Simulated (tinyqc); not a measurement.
Reverse leakage of an n+-p junction: diffusion, generation, trap-assisted and band-to-band tunnelling: two steps of the calculation.

One-sided abrupt junction in the depletion approximation, x from the junction (0) to W on the p side, field F = F0 (1 - x/W). Flat quasi-Fermi levels, long p side. Traps generate through SRH with both lifetimes shortened by 1 + Gamma (Hurkx enhancement, form for moderate fields); band-to-band generation is local and needs a total bending above Eg.

Inputs (values chosen for the exercise); band and dielectric values those of a made-up semiconductor:

| symbol | value | unit | meaning |
|---|---|---|---|
| T | 300 | K | temperature |
| Eg | 1.28 | eV | band gap |
| Na | 2.7e17 | cm^-3 | acceptor density of the lighter side |
| Nd | 1e20 | cm^-3 | donor density of the heavier side |
| tau | 3e-6 | s | SRH lifetime of both carriers at zero field |
| Et | -0.03 | eV | trap level above the intrinsic level |
| Ab | 7e14 | cm^-0.5 V^-2.5 s^-1 | band-to-band prefactor |
| Bb | 2.38e7 | V/cm | band-to-band field constant |
| VR | 2.6 | V | reverse bias |

Constants: q = 1.602176634e-19 C, kB = 1.380649e-23 J/K, Vt = kB T/q. Results are converted to the units shown.

Question 1. Generation rates across the layer. u = (Vbi + VR)(1 - x/W)^2, p = Na exp(-u/Vt), n = Nd exp((u - Vbi - VR)/Vt); G0 = ni^2 (1 - exp(-VR/Vt))/(tau (n + p + 2 ni cosh(Et/Vt))); Gamma = 2 sqrt(3 pi)(F/FG) exp((F/FG)^2); trap-assisted part G0 Gamma; G_bb = Ab F^2.5 exp(-Bb/F) with F in V/cm, zero unless Vbi + VR > Eg, and counted as zero under 1 cm^-3 s^-1. 15 equal steps.

ni = 5.6552749e8 cm^-3
Vbi = 1.1861508 V
W = 147.82939 nm
F0 = 512.23248 kV/cm
FG = 353.78082 kV/cm

Wanted: x; F; Gamma; G0; G0 Gamma; G_bb.

Answer 1.

```
point,x (nm),F (kV/cm),Gamma,G0 (cm^-3 s^-1),G0 Gamma (cm^-3 s^-1),G_bb (1e8 cm^-3 s^-1)
0,0.0,512.2,72.33,1066,7.711e4,8.710
1,9.9,478.1,51.53,1.676e11,8.637e12,0.265
2,19.7,443.9,37.20,5.379e13,2.001e15,0.005
3,29.6,409.8,27.21,5.379e13,1.463e15,0.000
4,39.4,375.6,20.13,5.379e13,1.083e15,0.000
5,49.3,341.5,15.05,5.379e13,8.093e14,0.000
6,59.1,307.3,11.35,5.379e13,6.102e14,0.000
7,69.0,273.2,8.607,5.379e13,4.630e14,0.000
8,78.8,239.0,6.549,5.379e13,3.523e14,0.000
9,88.7,204.9,4.973,5.330e13,2.651e14,0.000
10,98.6,170.7,3.741,4.245e12,1.588e13,0.000
11,108.4,136.6,2.752,1.316e10,3.622e10,0.000
12,118.3,102.4,1.934,1.382e8,2.673e8,0.000
13,128.1,68.3,1.230,5.335e6,6.564e6,0.000
14,138.0,34.1,0.5982,7.570e5,4.529e5,0.000
15,147.8,0.0,0,3.948e5,0,0.000
```

Question 2. Current components. 15 equal steps.

Each current is q times the trapezoid sum of its rate; J adds J_diff; J_bb under 1e-8 of the sum is given as 0.

```
point,x (nm),G0 (cm^-3 s^-1),G0 Gamma (cm^-3 s^-1),G_bb (cm^-3 s^-1)
0,0.00000,1066.0711,77111.949,8.7100466e8
1,9.85529,1.6762867e11,8.6372470e12,2.6532212e7
2,19.71059,5.3786833e13,2.0010866e15,4.7888182e5
3,29.56588,5.3787234e13,1.4633470e15,4498.4108
4,39.42117,5.3787234e13,1.0826594e15,18.430982
5,49.27646,5.3787234e13,8.0932890e14,0
6,59.13176,5.3787234e13,6.1021967e14,0
7,68.98705,5.3787234e13,4.6296174e14,0
8,78.84234,5.3787131e13,3.5225447e14,0
9,88.69764,5.3303852e13,2.6508607e14,0
10,98.55293,4.2451039e12,1.5879072e13,0
11,108.40822,1.3161495e10,3.6217171e10,0
12,118.26351,1.3823011e8,2.6726896e8,0
13,128.11881,5.3354328e6,6.5643589e6,0
14,137.97410,7.5702328e5,4.5285873e5,0
15,147.82939,3.9484116e5,0,0
```

J_diff = 3.9506188e-16 A/cm^2

Wanted: J_SRH; J_TAT; J_bb; J.

Answer 2.

J_SRH = 6.857e-11 A/cm^2
J_TAT = 1.117e-9 A/cm^2
J_bb = 7.303e-17 A/cm^2
J = 1.185e-9 A/cm^2

Range of the model: The n+ side is degenerate, so Vbi from Boltzmann statistics is only a guide.

Computed by the program tinyqc: `OMP_NUM_THREADS=1 python tinyqc.py 2290155 2290156 out.jsonl`, one thread of a shared Intel Xeon 2.30GHz, about 0.01 s for the whole run.
